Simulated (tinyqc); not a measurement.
# From one set of inputs to another, one input at a time

Model: Holstein polaron on two sites. Computed by tinyqc, a small Python program. Command: `OMP_NUM_THREADS=1 python tinyqc.py 3009478 3009479 out.jsonl holstein ladder`. One thread of a shared host (Intel(R) Xeon(R) Processor @ 2.30GHz), about 0.01 s of CPU time with the checks.

One electron on sites 1 and 2: H = -t (c1+ c2 + c2+ c1) + hbar omega sum_i b_i+ b_i - g hbar omega sum_i n_i (b_i + b_i+). The symmetric phonon shifts the energy by -g^2 hbar omega/2 and drops out; with b = (b_1 - b_2)/sqrt(2) there remains H = -t sigma_x + hbar omega b+ b - (g hbar omega/sqrt(2)) sigma_z (b + b+). Parity splits it into blocks p = +1 and -1 over phonon numbers n. Zero-point energies are left out. Weights Z refer to mode b alone; the displaced symmetric mode multiplies the full zero-phonon weight by exp(-g^2/2).

The inputs printed are set A. Inputs not listed in the table keep their values of set A, so the rows need not describe a real material.

Inputs (values chosen for the exercise, for a model dimer): hopping t = 190 meV; phonon energy hbar omega = 83.5 meV; coupling g = 3.

Method. Block p: H_nn = n hbar omega - p t (-1)^n - g^2 hbar omega/2, H_(n,n+1) = -(g hbar omega/sqrt(2)) sqrt(n + 1). Use 60 levels in both blocks; Z = c_0^2 is the weight of n = 0 in the ground state c; the splitting is the lowest odd level less the lowest even one, which without coupling is the smaller of 2t and hbar omega; <sigma_x> = sum (-1)^n c_n^2 measures the kinetic energy.

Each row keeps all changes above it:
```
input moved                     from     to  ground-state energy (meV)  splitting (meV)  mean phonon number in b
set A                              -      -                    -777.13       1.1619e-01                   4.1374
phonon energy hbar omega (meV)  83.5   98.8                    -910.85       9.0945e-02                   4.2422
hopping t (meV)                  190     22                    -889.49       5.4813e-03                   4.4962
coupling g                         3  0.682                     -61.66       2.6674e+01                   0.1363
```

Where does the difference come from?

Ground-state energy goes from -777 to -61.7, +715 in all. The largest single move comes from coupling g (+828), and phonon energy hbar omega works against it (-134). Splitting goes from 0.116 to 26.7, a factor 230 in all. The largest single move comes from coupling g (a factor 4870), and hopping t works against it (a factor 0.0603). Mean phonon number in b goes from 4.14 to 0.136, a factor 0.0329 in all. The largest single move comes from coupling g (a factor 0.0303). The single moves hold for this order of the switches; the total does not depend on the order.

Extremes, crossings and ranges named in words are read from the listed rows.
